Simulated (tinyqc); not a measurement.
Speciation in dilute and buffered hydrofluoric acid, oxide etch rate and bath loading: one step, computed by the program tinyqc.

Concentrations stand for activities, NH4+ and Cl- are spectators, and water ionisation is neglected. H, F and HF2 denote the ions H+, F- and HF2-. The base temperature is 298 K.

Problem. Etch rate. Rate = k_a ([HF] + 2 [H2F2]) + k_b [HF2], an empirical two-term form. Time = oxide/rate; a temperature error changes the rate by exp((E_a/k_B)(1/298 - 1/(298 + error))) - 1.

Inputs (values chosen for the exercise, of the order of those for thermal oxide at room temperature):

| quantity | value | unit |
|---|---|---|
| NH4F added | 0.39 | mol/L |
| HCl added | 0 | mol/L |
| rate constant of neutral HF k_a | 15 | nm L/(min mol) |
| rate constant of HF2 k_b | 52 | nm L/(min mol) |
| activation energy | 0.33 | eV |
| temperature error | 2.6 | K |
| oxide removed per wafer | 30 | nm |

[HF] = 0.2484609 mol/L

[H2F2] = 0 mol/L

[HF2] = 0.2005734 mol/L

Constants: k_B = 8.617333262e-05 eV/K.

Give: etch rate; share of HF2 in the rate; etch time; rate change from the temperature error.

Solution.

etch rate = 14.16 nm/min

share of HF2 in the rate = 73.67 %

etch time = 127.1 s

rate change from the temperature error = 11.76 %

Caution: at ionic strengths above about 0.5 mol/L activities differ much from concentrations, so pH and rates are only indicative.
